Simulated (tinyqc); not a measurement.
Rutherford backscattering from a thin compound film on silicon: kinematics, yields, composition and thickness. Changing the beam energy E0. Computed by tinyqc, a small Python program. Command: `OMP_NUM_THREADS=1 python tinyqc.py 3003157 3003158 out.jsonl rbs sweep`. One thread of a shared host (Intel(R) Xeon(R) Processor @ 2.30GHz), about 0.01 s of CPU time with the checks.

Singly charged helium ions (Z1 = 2, M1 = 4.0026 u) enter at the tilt angle a1 to the normal and leave at a2 = |180 - theta - tilt| in the same plane. The film is A B_x.

Inputs (values chosen for the exercise, modelled on a helium beam on SiGe):
```
quantity                                value           unit
scattering angle theta                    160        degrees
tilt of the sample                         30        degrees
heavy element: Z_A                         32              -
heavy element: mass M_A                  72.6              u
heavy element: stopping eps_A at 2 MeV   72.6  1e-15 eV cm^2
light element: Z_B                         14              -
light element: mass M_B                 28.09              u
light element: stopping eps_B at 2 MeV   48.5  1e-15 eV cm^2
atoms of B per atom of A, x              2.94              -
atomic density of the film               49.2         1/nm^3
film thickness d                           40             nm
collected charge                           23   microcoulomb
detector solid angle                      1.2            msr
detector resolution (FWHM)                 14            keV
```

Constants: e^2/(4 pi eps_0) = 14.39964548 eV angstrom; e = 1.602176634e-19 C.

Method:
- Kinematic factor K = [(sqrt(M^2 - M1^2 sin^2 theta) + M1 cos theta)/(M + M1)]^2.
- Surface edges lie at K E0; substrate silicon has M = 28.09 u. Mass resolution at M_A = resolution/(E0 dK/dM).
- Stopping per atom eps(E) = eps(2 MeV) (E/2 MeV)^(-0.4) (a law chosen for the exercise); Bragg rule eps_film = (eps_A + x eps_B)/(1 + x); areal density N d, with 1/nm^2 = 0.1 x 1e15/cm^2.
- Width of the signal of element i: [K_i eps(E0)/cos a1 + eps(K_i E0)/cos a2] N d; depth resolution = resolution x d/width of A; energy lost on the way in = eps(E0) N d/cos a1.
- Rutherford cross section in the laboratory frame: sigma = (Z1 Z e^2/(4 pi eps_0 4E))^2 (4/sin^4 theta) (r + cos theta)^2/r, r = sqrt(1 - (M1 sin theta/M)^2), times the screening factor 1 - 0.049 Z1 Z^(4/3)/E (E in keV); 1 angstrom^2 = 1e8 barn.
- Counts = (charge/e) x solid angle x sigma(E_mean) x areal density of the element/cos a1, E_mean = E0 - half the energy lost on the way in; 1 barn = 1e-24 cm^2. The ratio of areas returns x = (Y_B/Y_A)(sigma_A/sigma_B), with the counting error sqrt(1/Y_A + 1/Y_B).

One run for each value:
```
beam energy E0 (MeV)  mass resolution at M_A (u)  depth resolution (nm)  counting error of x without background (%)
1.0                                       5.8684                 19.371                                      0.7095
1.2                                       4.8903                 20.836                                      0.8525
1.5                                       3.9123                 22.781                                      1.0670
1.8                                       3.2602                 24.505                                      1.2813
2.0                                       2.9342                 25.560                                      1.4242
2.2                                       2.6675                 26.553                                      1.5670
2.5                                       2.3474                 27.946                                      1.7812
2.8                                       2.0959                 29.242                                      1.9954
3.0                                       1.9561                 30.060                                      2.1381
```

What does the table show, and why?

Over the rows, mass resolution at M_A (u) falls from 5.87 to 1.96 (exponent d ln y / d ln x about -1.0 throughout); depth resolution (nm) rises from 19.4 to 30.1 (exponent d ln y / d ln x about 0.40 throughout); counting error of x without background (%) rises from 0.709 to 2.14 (exponent d ln y / d ln x about 1.0 throughout). The exponent of mass resolution at M_A stays at -1: edges spread in proportion to E0. The exponent of depth resolution stays at 0.40: the chosen stopping law. The exponent of counting error of x without background stays between 1.00 and 1.01, near 1: sigma falls as 1/E^2 and the error goes as its inverse root. A higher energy buys mass resolution at the price of depth resolution and counts; above about 2 to 3 MeV light elements also show non-Rutherford resonances.

Caution (all rows): the silicon signal of the film merges with that of the substrate, so only the width of A can be read directly. Caution (all rows): film and substrate silicon overlap, so Y_B must be separated by a fit.

Extremes, crossings and ranges named in words are read from the listed rows.
